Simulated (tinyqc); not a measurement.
Pariser-Parr-Pople SCF with singles CI, for the molecule [CH2+]c1cncc(C=O)c1 (SMILES; centres numbered as the heavy atoms are written), step by step. One step of it, computed by the program tinyqc.

Task: Singles CI, triplets. Over the 9 single excitations with the smallest orbital gaps: A = (e_a - e_i) delta - (ij|ab), with (pq|rs) = sum c_mp c_mq gamma_mn c_nr c_ns.

orbital energies (eV): -18.491806  -16.319360  -15.894744  -14.183451  -8.685065  -6.229591  -5.222787  -3.789079  -2.022874

coefficients:
```
         MO1        MO2        MO3        MO4        MO5        MO6        MO7        MO8
1C  0.252841  -0.275018  -0.333239   0.148783   0.730117   0.014679  -0.326266  -0.268898
2C  0.470174  -0.351543  -0.396137   0.107429  -0.092088  -0.020910   0.403404   0.471669
3C  0.381221  -0.297888   0.207896   0.285855  -0.393778   0.473101   0.063978  -0.445025
4N  0.400500  -0.105456   0.638014   0.131925   0.026071  -0.327035  -0.430408   0.232251
5C  0.320747   0.197910   0.365145  -0.256406   0.386434  -0.099902   0.600056  -0.008224
6C  0.362913   0.460953  -0.067236  -0.385395   0.051827   0.393812  -0.106781  -0.214323
7C  0.166644   0.488267  -0.112668   0.326057   0.015076   0.346571  -0.241777   0.518241
8O  0.092059   0.448177  -0.119950   0.635383  -0.033910  -0.403545   0.221516  -0.345975
9C  0.372086   0.100054  -0.341776  -0.378031  -0.386412  -0.469619  -0.249951  -0.137693

          MO9
1C  -0.123328
2C   0.304574
3C  -0.244893
4N   0.239143
5C  -0.373405
6C   0.536335
7C  -0.409206
8O   0.199489
9C  -0.374875
```

repulsion gamma_rs (eV):
```
           1C         2C         3C         4N         5C         6C         7C         8O
1C  10.410000   5.174469   3.781791   2.911857   2.579163   2.830668   2.310373   1.982686
2C   5.174469  10.410000   5.173457   3.927230   3.442014   3.781462   2.830739   2.395888
3C   3.781791   5.173457  10.410000   5.451375   3.781462   3.442552   2.579363   2.319478
4N   2.911857   3.927230   5.451375  12.790000   5.452050   3.927837   2.911974   2.738084
5C   2.579163   3.442014   3.781462   5.452050  10.410000   5.173457   3.781467   3.635508
6C   2.830668   3.781462   3.442552   3.927837   5.173457  10.410000   5.174060   4.016140
7C   2.310373   2.830739   2.579363   2.911974   3.781467   5.174060  10.410000   5.624052
8O   1.982686   2.395888   2.319478   2.738084   3.635508   4.016140   5.624052  14.400000
9C   3.781517   5.174060   3.781467   3.562869   3.780905   5.173452   3.781462   2.960115

           9C
1C   3.781517
2C   5.174060
3C   3.781467
4N   3.562869
5C   3.780905
6C   5.173452
7C   3.781462
8O   2.960115
9C  10.410000
```

Give: triplet CI matrix; triplet excitation energies.

Result:

triplet CI matrix (eV):
```
         4>5      3>5      2>5      4>6      4>7      3>6      1>5      2>6
4>5   2.0359  -0.0775   0.8371  -0.2486  -0.4138  -0.0368  -0.0165  -0.1356
3>5  -0.0775   2.6870  -0.5252  -0.0368  -0.0242   0.1376   0.4647  -0.0180
2>5   0.8371  -0.5252   3.8632  -0.1356  -0.0347  -0.0180   0.6410  -0.1013
4>6  -0.2486  -0.0368  -0.1356   2.9465   0.5177  -0.2404   0.3374  -0.0938
4>7  -0.4138  -0.0242  -0.0347   0.5177   4.7774  -0.3717   0.3816   0.5986
3>6  -0.0368   0.1376  -0.0180  -0.2404  -0.3717   5.1611   0.4458   0.3643
1>5  -0.0165   0.4647   0.6410   0.3374   0.3816   0.4458   5.2776  -0.2919
2>6  -0.1356  -0.0180  -0.1013  -0.0938   0.5986   0.3643  -0.2919   5.3555
4>8  -0.2533  -0.1767  -0.0185  -0.8404   0.5643   0.3599  -0.0268  -1.1279

         4>8
4>5  -0.2533
3>5  -0.1767
2>5  -0.0185
4>6  -0.8404
4>7   0.5643
3>6   0.3599
1>5  -0.0268
2>6  -1.1279
4>8   5.7949
```

triplet excitation energies (eV): 1.6055  2.2047  2.5701  3.5334  4.3214  5.4487  5.5262  5.8456  6.8435
